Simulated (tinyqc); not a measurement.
Born-Oppenheimer dynamics on the RHF/sto-6g surface (energies and gradients from PySCF), for BeH+, spin multiplicity 1, step by step. Computed by tinyqc, a small Python program that keeps every step (integrals from PySCF). Settings: charge = 1, multiplicity = 1, basis = sto-6g, time step (fs) = 0.2, steps = 16. Command: `OMP_NUM_THREADS=1 python tinyqc.py 29832 29833 out.jsonl` (the two numbers bound the seeds that draw the settings). One thread of a shared host (Intel(R) Xeon(R) Processor @ 2.60GHz), about 2 s of CPU time with the checks.

positions (bohr):
```
          x       y       z
1Be  0.0000  0.0000  0.0000
2H   0.0000  0.0000  2.2941
```

The total energy should stay constant up to terms of order dt^2; the step counts as short enough if it moves by less than 2 % of the largest kinetic energy.

Trajectory:
```
time (fs)  1Be-2H (angstrom)  potential (hartree)  kinetic (hartree)  total (hartree)
0.0000                1.2140           -14.818334           0.005947       -14.812386
0.2000                1.2077           -14.817707           0.005322       -14.812384
0.4000                1.2027           -14.817173           0.004791       -14.812382
0.6000                1.1990           -14.816763           0.004382       -14.812381
0.8000                1.1967           -14.816499           0.004119       -14.812380
1.0000                1.1958           -14.816398           0.004018       -14.812379
1.2000                1.1964           -14.816464           0.004084       -14.812380
1.4000                1.1984           -14.816694           0.004314       -14.812381
1.6000                1.2018           -14.817075           0.004693       -14.812382
1.8000                1.2065           -14.817585           0.005201       -14.812384
2.0000                1.2126           -14.818195           0.005809       -14.812386
2.2000                1.2198           -14.818872           0.006483       -14.812388
2.4000                1.2282           -14.819580           0.007189       -14.812390
2.6000                1.2375           -14.820284           0.007891       -14.812392
2.8000                1.2477           -14.820950           0.008555       -14.812394
3.0000                1.2587           -14.821548           0.009153       -14.812396
3.2000                1.2704           -14.822055           0.009658       -14.812397
```

Is the time step short enough?

Yes. The total energy moves within 1.7e-05 hartree, under 2 % of the largest kinetic energy.
